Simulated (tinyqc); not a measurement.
Electron-beam lithography: double-Gaussian proximity function, edge placement and dose correction for parallel lines: one step, computed by the program tinyqc.

Lines are infinitely long. Absorbed energy is counted so that the middle of a very large area written at dose 1 receives 1; the resist develops where it exceeds 1/2.

Question. Dose to size and latitude. A test line of width w << beta in surroundings of density rho, all at dose d: near its edge E(x) = d [S + eta rho]/(1 + eta), S = [erf((b - x)/alpha) - erf((a - x)/alpha)]/2 for edges a and b, the second term being the background energy. Dose to size d_s = (1 + eta)/(erf(w/alpha) + 2 eta rho), dose = d_s D0; edge slope d [1 - exp(-w^2/alpha^2)]/(sqrt(pi) alpha (1 + eta)); width change per 1 % of dose = 2 x 0.01 x (1/2)/slope.

Inputs (values chosen for the exercise, of the order of those for 10 keV electrons in resist on silicon):
```
quantity                              value               unit
forward range alpha                   0.011         micrometre
backscatter ratio eta                     1                  -
base dose D0                            200  microcoulomb/cm^2
width of the test line                0.072         micrometre
pattern density around the test line    0.8                  -
```

Give: dose to size d_s; dose; edge slope; width change per 1 % of dose; background energy.

Answer.

dose to size d_s = 0.7692

dose = 153.8 microcoulomb/cm^2

edge slope = 0.01973 1/nm

width change per 1 % of dose = 0.5069 nm

background energy = 0.3077

The background supplies 62 % of the threshold.
